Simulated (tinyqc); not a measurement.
Worked calculation: FCI on RHF in the 3-21g basis, for H2, spin multiplicity 1. One step of it, computed by the program tinyqc.

Question. Iteration 1: diagonalisation and new density. Diagonalise F' = X^T F X, C = X C', fill 1 alpha and 1 beta electrons from the bottom; D = 2 C_occ C_occ^T. Each column has its largest component positive (the first on a tie).

Fock matrix F (hartree), order 1H 1s, 1H 2s, 2H 1s, 2H 2s:
$$\begin{pmatrix}
0.245245 & -0.368301 & -0.292223 & -0.323725 \\
-0.368301 & -0.247365 & -0.323725 & -0.295061 \\
-0.292223 & -0.323725 & 0.245245 & -0.368301 \\
-0.323725 & -0.295061 & -0.368301 & -0.247365
\end{pmatrix}$$

X, order 1H 1s, 1H 2s, 2H 1s, 2H 2s:
$$\begin{pmatrix}
1.238965 & -0.483356 & -0.006440 & 0.024256 \\
-0.483356 & 1.576222 & 0.024256 & -0.585525 \\
-0.006440 & 0.024256 & 1.238965 & -0.483356 \\
0.024256 & -0.585525 & -0.483356 & 1.576222
\end{pmatrix}$$

Give: F' = X^T F X; orbital energies; coefficients C; D after iteration 1.

Answer.

F' = X^T F X (hartree):
$$\begin{pmatrix}
0.7499 & -0.6206 & -0.1524 & -0.0970 \\
-0.6206 & 0.2732 & -0.0970 & -0.1860 \\
-0.1524 & -0.0970 & 0.7499 & -0.6206 \\
-0.0970 & -0.1860 & -0.6206 & 0.2732
\end{pmatrix}$$

orbital energies (hartree): MO1 -0.4192, MO2 0.1122, MO3 1.1039, MO4 1.2493

coefficients C, order 1H 1s, 1H 2s, 2H 1s, 2H 2s:
$$\begin{pmatrix}
0.2373 & 0.1873 & 0.8992 & -0.9323 \\
0.3851 & 1.0759 & -0.6692 & 1.1436 \\
0.2373 & -0.1873 & 0.8992 & 0.9323 \\
0.3851 & -1.0759 & -0.6692 & -1.1436
\end{pmatrix}$$

D after iteration 1, order 1H 1s, 1H 2s, 2H 1s, 2H 2s:
$$\begin{pmatrix}
0.1126 & 0.1828 & 0.1126 & 0.1828 \\
0.1828 & 0.2967 & 0.1828 & 0.2967 \\
0.1126 & 0.1828 & 0.1126 & 0.1828 \\
0.1828 & 0.2967 & 0.1828 & 0.2967
\end{pmatrix}$$
